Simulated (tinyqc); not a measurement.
Interstitial-substitutional diffusion of a fast metal impurity in a wafer (kick-out and dissociative mechanisms): one step, computed by the program tinyqc.

The metal moves as an interstitial A_i and dissolves on lattice sites either by kicking out a self-interstitial (A_i = A_s + I) or by filling a vacancy (A_i + V = A_s). With A_i at its solubility, local equilibrium and c = C_s/C_s*, self-interstitials and vacancies obey C_I/C_I* = 1/c and C_V/C_V* = c.

Task: Closed forms. Pure kick-out: the centre rises as c_m = (2/d) sqrt(pi D_K t) while c_m is small. Pure dissociative or sink-rich cases give erfc profiles with depth 2 sqrt(D_F t) or 2 sqrt(D_A t). The short time that the interstitial metal needs to fill the wafer is neglected.

Inputs (values chosen for the exercise, loosely like those of a heavy transition metal in silicon): temperature T = 950 C; wafer thickness d = 400 um; time t = 1300 s.

D_K = 2.612986e-10 cm^2/s

D_F = 7.242682e-11 cm^2/s

D_A = 2.538214e-06 cm^2/s

Give: centre value c_m, closed form; depth 2 sqrt(D_F t); depth 2 sqrt(D_A t).

Result:

centre value c_m, closed form = 0.05165

depth 2 sqrt(D_F t) = 6.137 um

depth 2 sqrt(D_A t) = 1149 um

Caution: the depth 2 sqrt(D_A t) exceeds half the wafer, so in a sink-rich wafer the profiles from the two faces overlap and a single erfc no longer holds.
